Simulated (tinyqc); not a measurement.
Choosing the metal: Schottky barrier with interface states (Cowley-Sze model), image lowering and contact resistance. Computed by tinyqc, a small Python program. Command: `OMP_NUM_THREADS=1 python tinyqc.py 3007329 3007330 out.jsonl pinning walk`. One thread of a shared host (Intel(R) Xeon(R) Processor @ 2.30GHz), about 0.01 s of CPU time with the checks.

An n-type semiconductor under a metal. The barrier lies between the Schottky-Mott limit phi_M - chi and the Bardeen limit E_g - E_n, E_n being the neutrality level of the interface states; the space-charge term of the full Cowley-Sze expression is left out.

Inputs (values chosen for the exercise, with gap, mass and screening modelled on silicon):
```
quantity                                       value         unit
gap E_g                                         1.11           eV
electron affinity chi                           3.96           eV
metal work function phi_M                       4.25           eV
neutrality level E_n above the valence band    0.505           eV
interface-state density D                    3.8e+12  cm^-2 eV^-1
dipole layer thickness delta                    0.39           nm
dipole layer constant eps_i                        1            -
dielectric constant eps_s                       11.5            -
electron mass m_e                              0.327          m_0
valleys M_c                                        6            -
donor density N                              2.4e+19        cm^-3
temperature T                                    200            K
```

Pinning factor from: interface states.

Constants: e = 1.602176634e-19 C; eps_0 = 8.8541878128e-12 F/m; k_B = 8.617333262e-05 eV/K; hbar = 1.054571817e-34 J s; m_0 = 9.1093837015e-31 kg; k_B = 1.380649e-23 J/K; h = 6.62607015e-34 J s.

Method:
- S = 1/(1 + e^2 D delta/(eps_i eps_0)); for D per eV, e^2 D is the number e x D in SI units, with 1 cm^-2 = 1e4 m^-2.
- phi_B = S (phi_M - chi) + (1 - S)(E_g - E_n); the hole barrier is E_g - phi_B.
- A* = 4 pi e m_e M_c k_B^2/h^3 (a simple valley count); J_s = A* T^2 exp(-phi/k_B T).
- E_00 = (e hbar/2) sqrt(N/(m_e eps_s eps_0)), E_0 = E_00 coth(E_00/k_B T); scaling form of the contact resistivity rho_c = (k_B/(e A* T)) exp(phi_B/E_0), which is the thermionic result when E_00 << k_B T and keeps only the leading exponential of tunnelling when E_00 >> k_B T; image lowering is left out of it.

pinning factor S = 0.788538

Bardeen barrier = 0.605 eV

E_0 = 0.0473117 eV

Against work function:
```
phi_M (eV)  Schottky-Mott (eV)  phi_B (eV)  J_0 (A/cm^2)  rho_c (ohm cm^2)
3.96                      0.00      0.1279    5.6332e+03        2.7303e-08
4.12                      0.16      0.2541    3.7283e+00        3.9295e-07
4.28                      0.32      0.3803    2.4676e-03        5.6555e-06
4.44                      0.48      0.5064    1.6331e-06        8.1396e-05
4.59                      0.63      0.6247    1.7080e-09        9.9164e-04
4.75                      0.79      0.7509    1.1304e-12        1.4272e-02
4.91                      0.95      0.8770    7.4815e-16        2.0541e-01
5.07                      1.11      1.0032    4.9516e-19        2.9564e+00
```

A span of 1.11 eV in work function moves the barrier by 0.875 eV (slope S = 0.789) and rho_c by 8.0 decades. The barrier equals its Schottky-Mott value only at phi_M = chi + E_g - E_n = 4.56 eV, where the interface states are neutral. Caution: outside the thermionic regime the prefactor of rho_c is only an order-of-magnitude estimate.
